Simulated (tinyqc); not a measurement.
Hexagonal on-chip spiral inductor, lumped pi model: two steps of the calculation.

Outer diameter do = di + 2 n wd + 2 (n - 1) sp, mean da = (do + di)/2, fill p = (do - di)/(do + di), length l = 3.464 n da. L = 2.33 mu0 n^2 da/(1 + 3.82 p), mu0 = 4 pi 1e-7 H/m. Rs = rho l/(wd delta (1 - exp(-th/delta))), delta = sqrt(rho/(pi f mu0)). Cs = n wd^2 eps0 eo/hu across the coil. At each end Cox = l wd eps0 eo/(2 ho) leads to the substrate branch Rsi = 2 rs he/(l wd) in parallel with Csi = l wd eps0 11.7/(2 he). With one end grounded Y = 1/(Rs + i w L) + i w Cs + 1/[1/(i w Cox) + 1/(1/Rsi + i w Csi)], w = 2 pi f; Q = -Im Y/Re Y. Eddy currents in neighbouring turns and in the substrate are left out.

Inputs (values chosen for the exercise); values of the order met in silicon radio-frequency processes: number of turns n = 1.5; line width wd = 15 um; space between turns sp = 3 um; inner diameter di = 40 um; metal thickness th = 2 um; metal resistivity rho = 3 uohm cm; oxide below the coil ho = 9.5 um; oxide between coil and underpass hu = 0.9 um; relative permittivity of the oxide eo = 4.1; substrate resistivity rs = 100 ohm cm; effective spreading depth in the substrate he = 50 um; frequency f = 3.1 GHz.

Constants: eps0 = 8.8541878128e-12 F/m. Results are converted to the units shown.

Problem 1. Geometry and model elements. do, l, L, delta, Rs, Cs, Cox, Rsi and Csi as defined.

Find: do; l; L; delta; Rs; Cs; Cox; Rsi; Csi.

Solution 1.

do = 88.00 um
l = 332.5 um
L = 0.1733 nH
delta = 1.566 um
Rs = 0.5890 ohm
Cs = 13.61 fF
Cox = 9.531 fF
Rsi = 2.005e4 ohm
Csi = 5.167 fF

Problem 2. Admittance, quality factor and apparent inductance. Series branch 1/(Rs + i w L), substrate branch, total Y, Q = -Im Y/Re Y, apparent inductance Im(1/Y)/w, metal-only value w L/Rs, share of the loss in the substrate Re(substrate branch)/Re Y.

L = 0.17333067 nH
Rs = 0.58897724 ohm
Cs = 13.613314 fF
Cox = 9.5305807 fF
Rsi = 20047.472 ohm
Csi = 5.1674343 fF

Give: series branch; substrate branch; Y; Q; apparent inductance; w L/Rs; share of the loss in the substrate.

Solution 2.

series branch = 50.15-287.45i mS
substrate branch = 0.020355+0.068811i mS
Y = 50.17-287.12i mS
Q = 5.7232
apparent inductance = 0.17352 nH
w L/Rs = 5.7322
share of the loss in the substrate = 0.040574 %

Q is 99.8 % of the metal-only value.

tinyqc, about 0.01 s, one thread, Intel Xeon 2.30GHz (shared host): `OMP_NUM_THREADS=1 python tinyqc.py 2302074 2302075 out.jsonl`
